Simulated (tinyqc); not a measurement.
Changing the anneal time t: solubility, supersaturation, precipitation and gettering of an impurity in a silicon-like host. Computed by tinyqc, a small Python program. Command: `OMP_NUM_THREADS=1 python tinyqc.py 3002201 3002202 out.jsonl ripen sweep`. One thread of a shared host (Intel(R) Xeon(R) Processor @ 2.30GHz), about 0.01 s of CPU time with the checks.

The wafer was saturated at T1 and is then held at T.

Inputs (values chosen for the exercise, modelled on cobalt in silicon):
```
quantity                                   value    unit
site density N0                            5e+22  1/cm^3
enthalpy of solution H                      2.85      eV
entropy of solution S                        7.3     k_B
diffusion prefactor D0                   0.00094  cm^2/s
migration energy Q                         0.526      eV
temperature of saturation T1                1375       K
anneal temperature T                        1027       K
sink density n                           8.7e+08  1/cm^3
initial sink radius r0                       3.2      nm
impurity density in the precipitate C_p  2.6e+22  1/cm^3
interface energy gamma                      0.54   J/m^2
```

Constants: k_B = 8.617333262e-05 eV/K; k_B = 1.380649e-23 J/K.

Method:
- C_eq(T) = N0 exp(S/k_B - H/(k_B T)); D(T) = D0 exp(-Q/(k_B T)); C0 = C_eq(T1). Supersaturation s = C0/C_eq(T); critical radius r* = 2 gamma/(C_p k_B T ln s); barrier W* = (4 pi/3) gamma r*^2. Strain energy is left out.
- tau0 = 1/(4 pi n r0 D); C_fixed(t) = C_eq + (C0 - C_eq) exp(-t/tau0). If all excess precipitates, the final radius is r_f = [r0^3 + 3 (C0 - C_eq)/(4 pi n C_p)]^(1/3), with tau_f = 1/(4 pi n r_f D).
- Growing sinks: with y = r/r_f and y0 = r0/r_f, dy/dt = (1 - y^3)/(3 tau_f y), which integrates to t/tau_f = F(y) - F(y0), F(y) = (1/2) ln[(1 + y + y^2)/(1 - y)^2] - sqrt(3) arctan[(2y + 1)/sqrt(3)]; the share of the excess left is (1 - y^3)/(1 - y0^3), and C(t) = C_eq + (C0 - C_eq) x share.

One run for each value:
```
anneal time t (s)  radius at t (nm)  share of the excess left  C(t) with growing sinks (1/cm^3)  C_fixed(t) (1/cm^3)
0.047                          3.55                 9.996e-01                         2.649e+15            2.649e+15
0.15                           4.22                 9.985e-01                         2.646e+15            2.647e+15
0.46                           5.77                 9.943e-01                         2.635e+15            2.639e+15
1.5                            9.21                 9.733e-01                         2.579e+15            2.616e+15
4.6                           15.14                 8.770e-01                         2.324e+15            2.547e+15
14                            23.66                 5.275e-01                         1.398e+15            2.349e+15
45                            29.84                 5.107e-02                         1.360e+14            1.798e+15
140                           30.36                 2.183e-05                         8.227e+11            7.927e+14
450                           30.36                 2.092e-16                         7.648e+11            5.540e+13
1400                          30.36                 3.586e-50                         7.648e+11            7.799e+11
```

What does the table show, and why?

Over the rows, radius at t (nm) rises from 3.55 to 30.4, flat over part of the range; share of the excess left falls from 1.000 to 3.59e-50 (exponent d ln y / d ln x -9.3e-4 between the first rows and -69 between the last); C(t) with growing sinks (1/cm^3) falls from 2.65e15 to 7.65e11, flat over part of the range. At the high end the exponent of radius at t is 0.00, close to 0: not yet started, or complete.

Caution (all rows): the barrier to homogeneous nucleation is below 35 k_B T for these inputs, so new precipitates would form and outnumber the fixed sinks assumed here.
